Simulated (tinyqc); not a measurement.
What each parameter does: polar nitride quantum well with polarisation fields.

Growth along [0001]. e_par = (a_sub - a)/a, Ppz = 2 e_par (e31 - e33 C13/C33), P = Psp + Ppz in each layer; strain relaxation and the strain shift of the gaps are left out, although thick layers with more than about 1 % mismatch would relax.

In a periodic stack without free charge the potential drop over a period vanishes: F_w = (P_b - P_w) Lb/(eps0 (eps_w Lb + eps_b Lw)), F_b = -F_w Lw/Lb, eps0 = 8.8541878e-12 F/m; 1 MV/cm = 1e8 V/m = 0.01 V/angstrom.

Envelope functions on cells of 0.25 angstrom over barrier, well, barrier (widths Lb, Lw, Lb), psi = 0 beyond, psi'/m continuous (mean mass between points), c = hbar^2/2m0. With u(z) the integral of e F (F_w in the well, F_b = -F_w Lw/Lb in the barriers, 1 MV/cm = 0.01 V/angstrom), zero at the centre of the well, the electron sees u plus Vc in the barriers and the hole -u plus Vv. The transition is Eg + E_e + E_h; excitons are left out.

Constants: hbar^2/2m0 = 3.80998211 eV angstrom^2; hc = 1239.841984 eV nm.

Inputs chosen for the exercise (near those of an InGaN well in GaN; shifted at random, so the results belong to these values and not to a real crystal):

| symbol | value | unit | meaning |
|---|---|---|---|
| a_w | 3.289 | angstrom | lattice constant a, well |
| a_b | 3.189 | angstrom | lattice constant a, barrier |
| a_sub | 3.189 | angstrom | in-plane lattice constant of the stack |
| Psp_w | -0.0292 | C/m^2 | spontaneous polarisation |
| Psp_b | -0.0333 | C/m^2 | spontaneous polarisation |
| e31_w | -0.373 | C/m^2 |  |
| e31_b | -0.35 | C/m^2 |  |
| e33_w | 0.68 | C/m^2 |  |
| e33_b | 0.644 | C/m^2 |  |
| C_w | 0.294 |  | C13/C33 |
| C_b | 0.261 |  | C13/C33 |
| eps_w | 11.6 |  | dielectric constant |
| eps_b | 10.1 |  | dielectric constant |
| Lw | 29 | angstrom | well width |
| Lb | 50 | angstrom | barrier width |
| Eg | 2.388 | eV | gap of the well |
| Vc | 0.716 | eV | conduction offset |
| Vv | 0.337 | eV | valence offset |
| me | 0.164 | m0 | electron, well |
| meb | 0.2 | m0 | electron, barrier |
| mh | 1.8 | m0 | hole, everywhere |

Polarisation, field, levels and overlap anew.

Results for these values:

| case | F_w (MV/cm) | E (eV) | overlap^2 | red shift (meV) |
|---|---|---|---|---|
| base | -2.519 | 2.2621 | 0.091 | 275 |

What happens to each result for Vc = 0.609 eV, all else kept?

Answer: F_w does not change at the printed digits; E falls from 2.2621 to 2.2484; overlap^2 falls from 0.091 to 0.083; red shift rises from 275 to 282.

The same for each parameter in turn:

| case | F_w (MV/cm) | E (eV) | overlap^2 | red shift (meV) |
|---|---|---|---|---|
| base | -2.519 | 2.2621 | 0.091 | 275 |
| Lw = 25 angstrom | -2.641 | 2.3496 | 0.17 | 221 |
| Lb = 75 angstrom | -2.836 | 2.2057 | 0.064 | 331 |
| a_sub = 3.179 angstrom | -2.534 | 2.2596 | 0.089 | 277 |
| Psp_b = -0.0366 C/m^2 | -2.733 | 2.2267 | 0.074 | 310 |
| e33_w = 0.748 C/m^2 | -2.598 | 2.2492 | 0.084 | 288 |
| eps_w = 12.8 | -2.357 | 2.2882 | 0.11 | 249 |
| mh = 1.26 m0 | -2.519 | 2.2814 | 0.11 | 262 |
| Vc = 0.609 eV | -2.519 | 2.2484 | 0.083 | 282 |

(tinyqc, `OMP_NUM_THREADS=1 python tinyqc.py 1280770 1280771 out.jsonl`, Intel(R) Xeon(R) Processor @ 2.30GHz, 1 thread, shared host, about 0.05 s.)
